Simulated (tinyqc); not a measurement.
From results back to parameters: two-level Kane dispersion of a narrow-gap semiconductor. Three cases, with inputs chosen for the exercise.

Problem. In the two-level Kane model E = Eg/2 + sqrt(Eg^2/4 + (2/3) Ep c k^2), c = hbar^2/2m0, and the momentum mass is m(k) = (3/(2 Ep)) sqrt(Eg^2 + (8/3) Ep c k^2). It is given at the Fermi wave vectors kF = (3 pi^2 n)^(1/3) of two densities (1 cm^-3 = 1e-24 angstrom^-3).

Constants: hbar^2/2m0 = 3.80998211 eV angstrom^2.

Find: kF^2; Ep; edge mass; |Eg|.

Case 1.

Values chosen (out of a larger set: near those of GaSb; not measured data): n12 = (9.1e+15, 3.2e+17) cm^-3 (two densities).

masses at the two densities (m0): 0.04173689  0.04550959

Solution.

kF^2 (1/angstrom^2): 4.1717e-05  0.00044776

Ep = 28.2 eV
edge mass = 0.04133 m0
|Eg| = 0.777 eV

m^2 = m0*^2 + (6 c/Ep) kF^2 is a straight line in kF^2: the slope gives Ep, the intercept the edge mass, and |Eg| = (2/3) Ep m0*. The sign of Eg does not enter. The two-level form takes Dso as infinite, which overstates the mass where Dso is not large against Eg.

Case 2.

Values chosen (out of a larger set: a gap close to zero; not measured data): n12 = (1.9e+16, 7.9e+17) cm^-3 (two densities).

masses at the two densities (m0): 0.00918736  0.03096541

Solution.

kF^2 (1/angstrom^2): 6.8147e-05  0.00081790

Ep = 19.6 eV
edge mass = 0.00222 m0
|Eg| = 0.029 eV

m^2 = m0*^2 + (6 c/Ep) kF^2 is a straight line in kF^2: the slope gives Ep, the intercept the edge mass, and |Eg| = (2/3) Ep m0*. The sign of Eg does not enter. For Eg < 0 the edge mass does not depend on Dso, which enters only as EF nears it.

Case 3.

Values chosen (out of a larger set: a gap close to zero; not measured data): n12 = (6.4e+15, 3.4e+17) cm^-3 (two densities).

masses at the two densities (m0): 0.00691726  0.02439301

Solution.

kF^2 (1/angstrom^2): 3.2991e-05  0.00046623

Ep = 18.1 eV
edge mass = 0.00249 m0
|Eg| = 0.030 eV

m^2 = m0*^2 + (6 c/Ep) kF^2 is a straight line in kF^2: the slope gives Ep, the intercept the edge mass, and |Eg| = (2/3) Ep m0*. The sign of Eg does not enter. The two-level form takes Dso as infinite, which overstates the mass where Dso is not large against Eg.

Computed by tinyqc, one run a case: `OMP_NUM_THREADS=1 python tinyqc.py N N+1 out.jsonl` with N = 1050814, 1050863, 1050867; one thread of a shared Intel(R) Xeon(R) Processor @ 2.30GHz, about 0.01 s a run at most.
